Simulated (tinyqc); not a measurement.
Four-point probe, van der Pauw, Hall and spreading-resistance readings of a semiconductor layer: one step, computed by the program tinyqc. Command: `OMP_NUM_THREADS=1 python tinyqc.py 3112547 3112548 out.jsonl probe walk`. One thread of a shared host (Intel(R) Xeon(R) Processor @ 2.30GHz), about 0.01 s of CPU time with the checks.

The layer is uniform and ohmic; contacts are points unless a radius is given.

Question. Finite wafer. For a thin circular wafer probed at its centre, R_s = C V/I with C = pi/(ln 2 + ln[((D/s)^2 + 3)/((D/s)^2 - 3)]).

Inputs (values chosen for the exercise, modelled on n-type silicon): wafer diameter over spacing D/s = 18.

Backing of the layer: insulating.

Give: factor C; error if pi/ln 2 is used.

Answer.

factor C = 4.414

error if pi/ln 2 is used = 2.672 %
